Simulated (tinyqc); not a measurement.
Worked calculation: interband optics of a two-band s-p chain from momentum matrix elements. Values are carried at full precision from step to step, so a last printed digit may differ when a step is redone from the rounded ones.

H(k) = [[Es - 2 ts cos ka, 2i V sin ka], [-2i V sin ka, Ep_ + 2 tp cos ka]] in the basis s, p; the lower band is full, with two electrons a cell. The velocity operator times hbar is W = dH/dk (eV angstrom); intra-atomic dipoles are left out.

Constants: hbar^2/2m0 = 3.80998211 eV angstrom^2; e^2/(4 pi eps0) = 14.39964547 eV angstrom.

Values chosen for the exercise: a = 4.03 angstrom (period); Es = 3.56 eV (upper orbital (s)); Ep_ = -2.43 eV (lower orbital (p)); ts = 0.25 eV (s-s hopping); tp = 0.38 eV (p-p hopping); V = 1.09 eV (s-p hopping); k = 0.27 2 pi/a (wave vector); N = 12 (k points); Ar = 6.3 angstrom^2 (cross-section per chain); eta = 0.2 eV (Lorentzian half width); E = 2.54 eV (photon energy).

## Hamiltonian and velocity at one k

Form H and W = dH/dk.

H (eV):
```
          s        p
s    3.6227  2.1628i
p  -2.1628i  -2.5253
```

W (eV angstrom):
```
         s         p
s   1.9991  -1.1011i
p  1.1011i   -3.0386
```

## Matrix element between the bands

Diagonalise H, transform W, and form w = |W_cv|^2, the Kane-type energy w/c and the oscillator strength f = w/(c D), c = hbar^2/2m0, D = Ec - Ev.

Ev, Ec (eV): -3.2099  4.3073

weights:
```
        v       c
s  0.0911  0.9089
p  0.9089  0.0911
```

slopes dEv/dk, dEc/dk (eV angstrom): -1.946  0.907

w = 5.522 eV^2 angstrom^2
w/c = 1.449 eV
f = 0.193

## Transitions on the mesh

At each k_j = (j + 1/2)/N (2 pi/a) up to the zone edge give D = Ec - Ev, w = |<c|W|v>|^2 and f = w/(c D), c = hbar^2/2m0; the other half of the zone repeats the values.

Transitions:
```
k (2 pi/a)  D (eV)  w (eV^2 angstrom^2)      f
0.0417      4.9045               65.726  3.517
0.1250      5.9586               19.247  0.848
0.2083      7.0580                0.131  0.005
0.2917      7.5914               10.578  0.366
0.3750      7.5400               41.002  1.427
0.4583      7.2949               72.005  2.591
```

D runs from 4.905 to 7.591 eV on the mesh; f is largest at k = 0.0417.

## Dielectric function from the table

With w(k) = |<c|W|v>|^2 and D(k) = Ec - Ev, on the mesh k_j = (j + 1/2)/N (2 pi/a): eps(E) = 1 + (8 pi e2/(a Ar)) mean_j (w/D^2) [1/(D - E - i eta) + 1/(D + E + i eta)], e2 = e^2/(4 pi eps0); light polarised along the chains, no local fields.

Take the mean over the rows. Also eps(0) at eta = 0, and the effective electrons per cell n_eff = 2 mean(f).

eps(E) = 6.769+0.260i
eps(0) = 5.532
n_eff = 2.918

On a mesh of 2000 points the values are 6.787+0.263i, 5.540 and 2.919. n_eff need not equal the 2 electrons of the cell: a two-orbital basis with chosen hoppings does not obey the sum rule of free electrons.

## Checks

- Curvature of the lower band against <v|d2H/dk2|v> - 2 w/D (eV angstrom^2): both 20.06.
- Zone mean of 2 w/D against the zone mean of <v|d2H/dk2|v>, the f-sum rule of a full band (eV angstrom^2): both 11.121.

Computed by tinyqc, a small Python program: `OMP_NUM_THREADS=1 python tinyqc.py 1681148 1681149 out.jsonl` (the numbers bound the seed that draws the inputs); one thread of a shared host (Intel(R) Xeon(R) Processor @ 2.30GHz), about 0.01 s for the whole set of steps.
